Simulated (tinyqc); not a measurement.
The decay curve: photoconductance decay in a wafer: bulk and surface recombination modes, and iron detection by pair splitting. Computed by tinyqc, a small Python program. Command: `OMP_NUM_THREADS=1 python tinyqc.py 3113113 3113114 out.jsonl pcd walk`. One thread of a shared host (Intel(R) Xeon(R) Processor @ 2.30GHz), about 0.01 s of CPU time with the checks.

Both faces of the wafer have the same S; injection is low and all coefficients are constant. x runs from -W/2 to W/2.

Inputs (values chosen for the exercise, modelled on p-type silicon):
```
quantity,value,unit
thickness W,775,micrometre
diffusivity D,33.8,cm^2/s
bulk lifetime tau_b without iron,660,microsecond
surface recombination velocity S,42,cm/s
absorption coefficient alpha,580,1/cm
```

Method:
- Even modes cos(a x) obey b tan b = S W/(2 D) with b = a W/2, odd modes sin(a x) obey -b cot b = S W/(2 D); each decays at the rate 1/tau_b + D a^2.
- tau_eff is the decay time of the first mode. The surface time is 1/(D a^2) of that mode; shortcuts for it are W/(2 S), W^2/(pi^2 D) and their sum, whose error is sum/surface time - 1.
- Light from one face makes n(x, 0) proportional to exp(-alpha (x + W/2)). Only even modes carry the thickness average: weight c_n = [sin b/b] int n cos(a x) dx / (int cos^2(a x) dx x mean n), with int exp(-alpha (x + W/2)) cos(a x) dx = [alpha cos b (1 - E) + a sin b (1 + E)]/(alpha^2 + a^2), E = exp(-alpha W), and int cos^2 = W/2 + sin(2 b)/(2 a).
- Mean density = sum_n c_n exp(-t/tau_n) over 60 modes; the local decay time is -1/(d ln n/dt).

W^2/(pi^2 D) = 18.0047 microsecond

tau_eff = 387.320 microsecond

Decay:
```
t / (W^2/(pi^2 D)),t (microsecond),mean density/start,local decay time (microsecond)
0.02,0.360,0.99618,130.59
0.05,0.900,0.99273,178.34
0.10,1.800,0.98832,223.99
0.20,3.601,0.98128,276.33
0.50,9.002,0.96470,348.57
1.00,18.005,0.94149,381.64
2.00,36.009,0.89858,387.22
```

What does the comparison show, and why?

The local decay time goes from 131 to 387 microsecond against tau_eff = 387. Early on higher modes speed the decay, so a fit must start late.
